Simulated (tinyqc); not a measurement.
Nudged elastic band on a two-dimensional model surface: one step, computed by the program tinyqc.

V(x, y) = -A (cos kx + cos ky) - B cos kx cos ky + (C sin ky + S sin kx)(1 - cos kx), k = 2 pi/a; the atom hops from the minimum at (0, 0) to that at (a, 0).

Problem. Stationary points. Newton steps x(new) = x - H^-1 grad V (moves limited to 0.3 angstrom) from (0, 0), (a, 0) and (a/2, 0) give the two minima and the saddle.

Inputs (values chosen for the exercise, for a model surface):
```
quantity      value      unit
amplitude A    0.42        eV
amplitude B  -0.097        eV
skew C        0.058        eV
asymmetry S  -0.061        eV
period a        2.5  angstrom
```

Surface: adatom on a square lattice. Climbing image: off.

Give: positions; energies; barrier from the start.

Solution.

positions (angstrom):
```
            x       y
start   0.000   0.000
end     2.500   0.000
saddle  1.386  -0.086
```

energies (eV): start -0.7430, end -0.7430, saddle -0.0882

barrier from the start = 0.6548 eV
